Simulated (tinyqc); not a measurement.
## Slope factor and drain-induced lowering from three currents

Inverse problem. With source and body at 0 V, I = A exp((Vg + dd Vd)/(nf Vt)) (1 - exp(-Vd/Vt)). Find nf, the swing nf Vt ln 10 and dd.

Parameters, values chosen for the exercise: temperature T = 330 K.

Constants: q = 1.602176634e-19 C, kB = 1.380649e-23 J/K, Vt = kB T/q. Results are converted to the units shown.

currents at (Vg, Vd) = (0, 0.05), (0, 1.2) and (0.11, 1.2) V (nA/um): [0.24332995, 29.659413, 397.76788]

Answer. The pair at equal Vd gives nf; the pair at equal Vg, after dividing out the factors 1 - exp(-Vd/Vt), gives dd.

nf = 1.49
swing = 97.6 mV/decade
dd = 0.170

tinyqc, about 0.03 s, one thread, Intel Xeon 2.30GHz (shared host): `OMP_NUM_THREADS=1 python tinyqc.py 2242189 2242190 out.jsonl`
